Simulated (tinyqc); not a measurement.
Inside a calculation. Method: plane-wave Kohn-Sham cycle with exchange-only LDA in a layered model solid. One step of it, computed by the program tinyqc.

Question. Iteration 1: Hamiltonian at one k. H(m,m') = (k + G_m)^2/2 delta + V(G_m - G_m'), with V(-G) = V(G).

A solid whose potential varies along x alone (atomic units):
```
parameter                      value
period a                    8.300000
cross-section of the cell  25.000000
electrons per cell                 2
grid points                       16
plane waves -n..n, n               3
k points                           1
V1 in V1 cos(2 pi x/a)     -0.480000
```

V(G_m), m = 0, 1, 2, ... (hartree): -0.209569  -0.240000  0.000000  0.000000  0.000000  0.000000  0.000000

k = 0.000000 2 pi / a

Give: H.

Answer.

H (hartree):
```
         -3       -2       -1       +0       +1       +2       +3
-3   2.3692  -0.2400   0.0000   0.0000   0.0000   0.0000   0.0000
-2  -0.2400   0.9366  -0.2400   0.0000   0.0000   0.0000   0.0000
-1   0.0000  -0.2400   0.0770  -0.2400   0.0000   0.0000   0.0000
+0   0.0000   0.0000  -0.2400  -0.2096  -0.2400   0.0000   0.0000
+1   0.0000   0.0000   0.0000  -0.2400   0.0770  -0.2400   0.0000
+2   0.0000   0.0000   0.0000   0.0000  -0.2400   0.9366  -0.2400
+3   0.0000   0.0000   0.0000   0.0000   0.0000  -0.2400   2.3692
```
